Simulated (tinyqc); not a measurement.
Inside a calculation. Method: inverse iteration on a symmetric matrix. One step of it, computed by the program tinyqc.

Question. Step 2. solve (A - shift) w = v; v' = w/|w| with its largest component positive (the first on a tie); lambda = v'^T A v'.

A:
$$\begin{pmatrix}
0.650000 & 0.109000 & -0.098000 \\
0.109000 & 0.807000 & 0.048000 \\
-0.098000 & 0.048000 & 1.603000
\end{pmatrix}$$

vector after step 1: [0.711882, 0.565367, 0.416634]

shift = -0.480000

Give: vector after step 2; Rayleigh quotient after step 2.

Answer.

vector after step 2: [0.8131, 0.5034, 0.2922]

Rayleigh quotient after step 2 = 0.8279
